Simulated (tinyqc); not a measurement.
Gate-all-around wire, scale length and short-channel effects: two steps of the calculation.

A round wire of diameter ts in an insulator shell of thickness ti under a surrounding gate. Below threshold the potential that source and drain add obeys Laplace's equation and vanishes on the gate. Its lowest mode decays along the channel as exp(-k y); k is the smallest positive root of the matching condition at the interface, and the scale length is Lambda = pi/k.

Parameters, values chosen for the exercise; permittivities: semiconductor close to that of gallium nitride, insulator close to that of hafnium oxide: temperature T = 300 K; relative permittivity of the semiconductor eps_r = 9.35; relative permittivity of the insulator ei = 22.8; insulator thickness ti = 4 nm; wire diameter ts = 6.8 nm; channel length L = 20 nm; potential of the source Vbi = 1.01 V; potential of the barrier top at threshold sT = 0.48 V; long-channel threshold VTL = 0.49 V; long-channel body factor m = 1; drain voltage Vds = 0.8 V.

Constants: q = 1.602176634e-19 C, kB = 1.380649e-23 J/K, Vt = kB T/q. Results are converted to the units shown.

Question 1. Decay constant by Newton steps. f(k) = ei J0(u)[J1(u) Y0(v) - Y1(u) J0(v)] - eps_r J1(u)[J0(u) Y0(v) - Y0(u) J0(v)], u = k ts/2, v = u + k ti; f' by a central difference with +/- 1e-5 1/nm; k(new) = k - f/f'.

k after iteration 1 = 0.38308279 1/nm

Find: f; f'; k after iteration 2.

Answer 1.

f = 0.03920
f' = -29.46 nm
k after iteration 2 = 0.3844 1/nm

Question 2. Threshold shift, barrier position and swing. Along the channel psi(y) = s + a exp(y/l) + b exp(-y/l) with psi(0) = Vbi, psi(L) = Vbi + Vds and l = 1/k = Lambda/pi; with A = Vbi - s, B = A + Vds, x = exp(-L/l): a = (B - A x) x/(1 - x^2), b = (A - B x)/(1 - x^2). The minimum is s + 2 sqrt(a b), at y = (l/2) ln(b/a). The long-channel potential follows the gate as s = sT + (Vg - VTL)/m, and the threshold VT is the gate voltage at which the minimum equals sT. Swing = m Vt ln 10/g at threshold, g = d(minimum)/ds = 1 - (b x + a)/((1 + x) sqrt(a b)).

l = 2.6013037 nm

Give: s at threshold; a; b; position of the minimum; VT; swing.

Answer 2.

s at threshold = 0.44231 V
a = 6.2640e-4 V
b = 0.56707 V
position of the minimum = 8.8551 nm
VT = 0.45231 V
swing = 62.462 mV/decade

The threshold lies 37.7 mV below the long-channel value, and the barrier top sits at 0.44 L from the source.

Program tinyqc, `OMP_NUM_THREADS=1 python tinyqc.py 2420005 2420006 out.jsonl`; Intel Xeon 2.30GHz, shared host, one thread, about 0.01 s.
